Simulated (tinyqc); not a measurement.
Three-band tight binding of a dichalcogenide monolayer: sweeps and comparisons. A value that a table varies takes the place of the one given here.

Basis dz2, dxy, dx2-y2 on a triangular lattice, nearest neighbours; alpha = kx a/2, beta = sqrt3 ky a/2. h0 = e1 + 2 t0 (cos 2alpha + 2 cos alpha cos beta); h1 = -2 sqrt3 t2 sin alpha sin beta + 2i t1 (sin 2alpha + sin alpha cos beta); h2 = 2 t2 (cos 2alpha - cos alpha cos beta) + 2i sqrt3 t1 cos alpha sin beta; h11 = e2 + 2 t11 cos 2alpha + (t11 + 3 t22) cos alpha cos beta; h22 = e2 + 2 t22 cos 2alpha + (3 t11 + t22) cos alpha cos beta; h12 = sqrt3 (t22 - t11) sin alpha sin beta + 4i t12 sin alpha (cos alpha - cos beta) + i lam sz. H = [[h0, h1, h2], [., h11, h12], [., ., h22]], Hermitian; the lowest band of each spin is filled. K = (4 pi/3a, 0), M = (pi/a, pi/(sqrt3 a)).

Constants: hbar^2/2m0 = 3.80998211 eV angstrom^2.

Parameters, chosen for this exercise (near a published set for monolayer WSe2; the results hold for these values, not for the real material):
```
symbol  value   unit      meaning
a       3.333   angstrom  lattice constant
e1      0.941   eV        level of dz2
e2      2.165   eV        level of dxy and dx2-y2
t0      -0.208  eV        hopping
t1      0.468   eV        hopping
t2      0.485   eV        hopping
t11     0.259   eV        hopping
t12     0.331   eV        hopping
t22     0.033   eV        hopping
lam     0.225   eV        spin-orbit constant
```

## Three bands against the two-band Dirac model at K

Masses from central differences along kx with step 0.002 1/angstrom, c = hbar^2/2m0; Berry curvature of the valence band from a counter-clockwise plaquette of side 0.001 1/angstrom, Omega = -arg(product of overlaps)/area. Two-band model: coupling A = (3 a/(2 sqrt2))(t1 + sqrt3 t2) between valence and conduction states, mass c G/A^2 for both, Omega_v = 2 A^2/G^2. sz = 0 drops the spin-orbit term.

At K:
```
sz  G (eV)  m_c (m0)  m_v (m0)  two-band mass  Omega_v (angstrom^2)  two-band Omega
1   1.3329     0.287     0.367          0.237                23.856          24.071
0   1.5579     0.344     0.476          0.278                17.458          17.620
-1  1.7829     0.404     0.610          0.318                13.327          13.453
```

A = 4.6242 eV angstrom

What does this show, and why?

Without spin-orbit coupling the electron mass is 0.344 and the hole mass 0.476, against 0.278 for both in the two-band model: the third band and the curvature of the diagonal terms break the symmetry. The Berry curvature is -0.9 % from the two-band value. The smaller gap (sz = +1) has the larger curvature, by a factor 1.79.

## All hoppings scaled

The six hoppings are multiplied by f; e1, e2 and lam stay (real strain also moves e1 and e2, so this is no model of it). Closed forms: Ev(K) = e2 - (3/2)(t11 + t22) - 3 sqrt3 t12 + lam, Ec(K) = e1 - 3 t0, Ev(Gamma) = e1 + 6 t0.

Gaps (eV):
```
f     direct gap at K  Ev(K) - Ev(Gamma)  Ec(K) - top of valence band
0.85           0.9156             0.6756                       0.9156
0.90           1.0547             0.6301                       1.0547
0.94           1.1660             0.5937                       1.1660
0.97           1.2495             0.5664                       1.2495
1.00           1.3329             0.5391                       1.3329
1.03           1.4164             0.5118                       1.4164
1.06           1.4998             0.4845                       1.4998
1.10           1.6111             0.4481                       1.6111
```

How do the results move?

The direct gap changes by +27.8 meV for each per cent of f. The top of the valence band stays at K over the range.

## What each parameter does

Spin up: gap at K, Ev(K) - Ev(Gamma), and masses at K by central differences along kx with step 0.002 1/angstrom, c = hbar^2/2m0. Each row changes one parameter from the base and keeps the others.

Results:
```
case            gap at K (eV)  K - Gamma (eV)  m_c (m0)  m_v (m0)
base                   1.3329          0.5391     0.287     0.367
t12 = 0.361 eV         1.4888          0.3832     0.326     0.463
lam = 0.255 eV         1.3029          0.5691     0.280     0.355
t1 = 0.498 eV          1.3329          0.5391     0.269     0.343
t11 = 0.229 eV         1.2879          0.5841     0.275     0.347
e1 = 0.911 eV          1.3029          0.5691     0.279     0.355
e2 = 2.195 eV          1.3029          0.5691     0.279     0.355
```

What does this show?

The largest shifts from the base row, up to three for each result and ties (the steps differ in size, so this ranks the rows, not the parameters). gap at K (eV): t12 +0.1559, t11 -0.0450, lam -0.0300, e1 -0.0300, e2 -0.0300; unchanged at the printed digits by t1. K - Gamma (eV): t12 -0.1559, t11 +0.0450, lam +0.0300, e1 +0.0300, e2 +0.0300; unchanged at the printed digits by t1. m_c (m0): t12 +0.039, t1 -0.018, t11 -0.012. m_v (m0): t12 +0.096, t1 -0.025, t11 -0.020. t1 couples dz2 to the other orbitals and vanishes at K and Gamma, so only the masses feel it.

(tinyqc, `OMP_NUM_THREADS=1 python tinyqc.py 1481536 1481537 out.jsonl`, Intel(R) Xeon(R) Processor @ 2.30GHz, 1 thread, shared host, about 0.02 s.)
